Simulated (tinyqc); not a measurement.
Inside a calculation: band edges of strained Si(1-x)Ge(x) on relaxed Si(1-y)Ge(y). Values are carried at full precision from step to step, so a last printed digit may differ when a step is redone from the rounded ones.

Values are linear in the Ge fraction but for ED(x) = linear - CD x (1 - x) and a(x) = linear - Ca x (1 - x). Energies are on the common scale of Ev.

Parameters, chosen for this exercise (end members near Si and Ge, in this order; not measured data): a = (5.43, 5.659) angstrom (lattice constant); Dso = (0.044, 0.294) eV (spin-orbit splitting); av = (2.45, 1.26) eV (valence hydrostatic potential); b = (-2.08, -2.51) eV (tetragonal shear potential); d = (-4.77, -5.24) eV (trigonal shear potential); C11 = (167.4, 126.8) GPa; C12 = (64.7, 48.6) GPa; C44 = (79.9, 66.6) GPa; Ev = (0, 0.71) eV (top of the unstrained valence band); ED = (1.149, 0.942) eV (gap to the Delta valleys); EL = (2.007, 0.751) eV (gap to the L valleys); aD = (1.69, 1.41) eV (hydrostatic potential of the Delta gap); aL = (-3.37, -2.68) eV (hydrostatic potential of the L gap); XuD = (9.11, 9.58) eV (uniaxial potential, Delta); XuL = (16.62, 15.16) eV (uniaxial potential, L); CD = 0.225 eV (bowing of the Delta gap); Ca = 0 angstrom (bowing of the lattice constant); x = 0.57 (Ge fraction of the layer); y = 0 (Ge fraction of the relaxed buffer); face = 001 (growth face).

## Values of the layer and the buffer

Interpolate at x and at y.

Interpolated values (a in angstrom, C11, C12, C44 in GPa, all else in eV):
```
symbol     layer    buffer
a         5.5605    5.4300
Dso       0.1865    0.0440
av        1.7717    2.4500
b        -2.3251   -2.0800
d        -5.0379   -4.7700
C11     144.2580  167.4000
C12      55.5230   64.7000
C44      72.3190   79.9000
Ev        0.4047    0.0000
ED        0.9759    1.1490
EL        1.2911    2.0070
aD        1.5304    1.6900
aL       -2.9767   -3.3700
XuD       9.3779    9.1100
XuL      15.7878   16.6200
```

## Strain of the layer on a (001) buffer

Coherent growth on a (001) face: e_par = (a(y) - a(x))/a(x), e_perp = -2 (C12/C11) e_par; exx = eyy = e_par, ezz = e_perp, no shear.

Use the elastic constants of the layer.

e_par = -0.023474
e_perp = 0.018070

strain tensor in the cubic axes, rows x, y, z and columns alike:
```
[[-0.023474, 0.000000, 0.000000],
 [0.000000, -0.023474, 0.000000],
 [0.000000, 0.000000, 0.018070]]
```

The layer is under compression in the plane; its volume changes by -2.888 %.

## Conduction valleys of the layer

A valley with unit axis u lies at Ev + gap + (av + a_valley) tr(e) + Xu (u.e.u - tr(e)/3); the Delta axes are x, y, z and the L axes [111], [1-1-1], [-11-1], [-1-11]. The second-order shift of the Delta valleys under shear is left out; it lowers the pair normal to the sheared plane by tens of meV at a shear of 1 %.

Give the hydrostatic shifts, the uniaxial shifts and the edges.

hydrostatic shifts of Delta and L (eV): [-0.0954, 0.0348]

uniaxial shifts (eV): Delta x -0.1299, Delta y -0.1299, Delta z 0.2597, L [111] 0.0000, L [1-1-1] 0.0000, L [-11-1] 0.0000, L [-1-11] 0.0000

valley edges (eV): Delta x 1.1553, Delta y 1.1553, Delta z 1.5449, L [111] 1.7306, L [1-1-1] 1.7306, L [-11-1] 1.7306, L [-1-11] 1.7306

The lowest set is Delta4 (the digit counts whole valleys) at 1.1553 eV; the Delta valleys spread over 390 meV and the L valleys over 0 meV.

## Valence edges of the layer

Valence edges: Ev plus the levels of the 6 x 6 matrix of X, Y, Z times spin with -Dso/3 + l exx + m (eyy + ezz) on the diagonal (cyclic), n exy off it, l = av + 2 b, m = av - b, n = sqrt(3) d. Spin-orbit term (Dso/3) L.sigma on X, Y, Z with (L_k)_ij = -i epsilon_kij: <X+|H|Y+> = -i Dso/3, <X+|H|Z-> = Dso/3, <Y+|H|Z-> = -i Dso/3, <Z+|H|X-> = -Dso/3, <Z+|H|Y-> = i Dso/3, <X-|H|Y-> = i Dso/3, and their conjugates; + and - are the spin along z.

Give the strain block and the three twofold edges.

strain block (eV), rows X, Y, Z and columns alike:
```
[[0.0454, 0, 0],
 [0, 0.0454, 0],
 [0, 0, -0.2444]]
```

edges from the top (eV): [0.4501, 0.3558, 0.0682]

The top two edges are split by 94 meV.

## Gap and offsets against the buffer

Buffer: Ev(y) and Ec = Ev(y) + min(ED, EL). dEc = Ec(buffer) - Ec(layer), dEv = Ev(layer) - Ev(buffer); positive values confine the carrier in the layer; type I if both have one sign.

gap of the strained layer = 0.7052 eV
gap of the buffer = 1.1490 eV
dEc = -0.0063 eV
dEv = 0.4501 eV

Type II: electrons collect in the buffer (6 meV) and holes in the layer (450 meV). The relaxed layer would have a gap of 0.976 eV, so strain has moved it by -271 meV. An offset this small is within the spread of published parameter sets, so the type is not settled by this model.

## Checks

- Mean of the three Delta edges against the hydrostatic shift alone (eV): both 1.28520.

(tinyqc, `OMP_NUM_THREADS=1 python tinyqc.py 1050314 1050315 out.jsonl`, Intel(R) Xeon(R) Processor @ 2.30GHz, 1 thread, shared host, about 0.01 s.)
